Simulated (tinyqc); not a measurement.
Two regimes over temperature: microkinetic model of low-temperature epitaxy from hydride gases: adsorption, hydrogen desorption and rate control. Computed by tinyqc, a small Python program. Command: `OMP_NUM_THREADS=1 python tinyqc.py 3019125 3019126 out.jsonl hepi walk`. One thread of a shared host (Intel(R) Xeon(R) Processor @ 2.30GHz), about 0.01 s of CPU time with the checks.

Each hydride molecule needs two free sites and leaves four hydrogen atoms, of which two leave at once as H2; theta is the hydrogen coverage, the site density is 6.78 per nm^2 and one layer is 1.358 angstrom thick.

Inputs (values chosen for the exercise, close to those used for silane on Si(001)):

| quantity | value | unit |
|---|---|---|
| silane pressure p_S | 0.5 | Pa |
| sticking prefactor of silane s0 | 0.011 | - |
| adsorption barrier E_s | 0.3 | eV |
| desorption prefactor nu_d | 1.5e+12 | 1/s |
| desorption energy on silicon E_d | 2.14 | eV |
| hydrogen carrier pressure p_H | 0 | Pa |
| sticking of hydrogen s_H | 1.8e-07 | - |

Film: silicon. Order of hydrogen desorption: first.

Constants: k_B = 8.617333262e-05 eV/K; u = 1.6605390666e-27 kg; k_B = 1.380649e-23 J/K.

Method:
- Flux per site F = p/(sqrt(2 pi M k_B T) x 6.78e18 per m^2), M = 32.12 u (silane), 2.016 u (hydrogen); s = s0 exp(-E_s/(k_B T)); k_S = s F_S = k; k_H = s_H F_H; k_d = nu_d exp(-E_d/(k_B T)).
- With k the hydride and k_H the hydrogen adsorption rate on free pairs and k_d the desorption rate, steady state: 2 (k + k_H)(1 - theta)^2 = k_d theta; growth rate R = k (1 - theta)^2 layers/s; 1 layer/s = 8.148 nm/min.
- Temperatures in kelvin are T(C) + 273.15.
- Limits: desorption-limited R = k_d k/(2 (k + k_H)), adsorption-limited R = k.

Growth:

| T (C) | theta | G (nm/min) | desorption limit (nm/min) | adsorption limit (nm/min) |
|---|---|---|---|---|
| 400 | 9.7103e-01 | 5.6424e-04 | 5.8108e-04 | 0.6721 |
| 450 | 9.1430e-01 | 6.8094e-03 | 7.4477e-03 | 0.9272 |
| 500 | 7.8960e-01 | 5.4192e-02 | 6.8631e-02 | 1.2242 |
| 550 | 5.7725e-01 | 2.7875e-01 | 4.8289e-01 | 1.5597 |
| 600 | 3.2424e-01 | 8.8105e-01 | 2.7173e+00 | 1.9293 |
| 650 | 1.3682e-01 | 1.7350e+00 | 1.2681e+01 | 2.3287 |
| 700 | 4.9261e-02 | 2.4884e+00 | 5.0515e+01 | 2.7530 |
| 750 | 1.7557e-02 | 3.0865e+00 | 1.7580e+02 | 3.1978 |
| 800 | 6.6285e-03 | 3.6104e+00 | 5.4468e+02 | 3.6588 |
| 850 | 2.6933e-03 | 4.1098e+00 | 1.5260e+03 | 4.1321 |

What does the comparison show, and why?

The apparent activation energy of G is 2.09 eV between the first rows and 0.27 eV between the last; full hydrogen cover gives a value near the desorption energy (plus E_s where k_H far exceeds k), a bare surface one near E_s less k_B T/2 from the flux. The coverage passes one half between 550 and 600 C, the knee of the Arrhenius plot.

Extremes, crossings and ranges named in words are read from the listed rows.
